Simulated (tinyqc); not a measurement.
A tight-binding chain with uneven site energies, recursive Green functions: two steps of the calculation.

The device has N = 7 slices of 1 site(s), nearest-neighbour hopping -t, and site energies U; the leads are semi-infinite continuations with site energy 0. V = <i+1|H|i> = -t 1.

Inputs (values chosen for the exercise):
- t = 1 eV (hopping (matrix element -t))
- U = [0.43, -0.39, -0.06, 0.37, 0.01, 0.04, 0.06] eV (site energies, slice by slice)
- E = -1.59 eV (energy)

Constants: q = 1.602176634e-19 C, h = 6.62607015e-34 J s. Results are converted to the units shown.

Question 1. Forward pass. Forward pass: g_1 = (E - H_1 - Sigma)^(-1), g_i = (E - H_i - V g_(i-1) V^dagger)^(-1), with Sigma also subtracted on the last slice; G_(i,1) = g_i V G_(i-1,1), starting from g_1. H_i is the block of slice i, its site energy.

Sigma = -0.79500000-0.60660943i eV

Wanted: g_i; G_(i,1) of the forward pass.

Answer 1.

g_i, site 1 to 7 (1/eV): [-0.6556-0.3246i, -1.3550-0.8080i, -0.2560-1.1822i, -0.3962-0.2749i, -0.7895-0.1803i, -1.1375-0.2440i, 0.3517-1.0589i]
G_(i,1) of the forward pass, site 1 to 7 (1/eV): [-0.65557-0.32463i, -0.62601-0.96956i, 0.98595-0.98833i, 0.66226-0.12054i, 0.54460+0.02421i, 0.61356+0.16040i, -0.38561+0.59328i]

Question 2. Transmission. T(E) = Tr[Gamma G_(N,1) Gamma G_(N,1)^dagger]. Conductance (2 q^2/h) T(E).

G_(N,1) = -0.38560655+0.59328423i 1/eV
Gamma = 1.2132189 eV

Give: T(E); conductance.

Answer 2.

T(E) = 0.73695
conductance = 57.099 uS

Inverting the whole matrix gives the same value.

Computed by the program tinyqc: `OMP_NUM_THREADS=1 python tinyqc.py 2660113 2660114 out.jsonl`, one thread of a shared Intel Xeon 2.30GHz, about 0.02 s for the whole run.
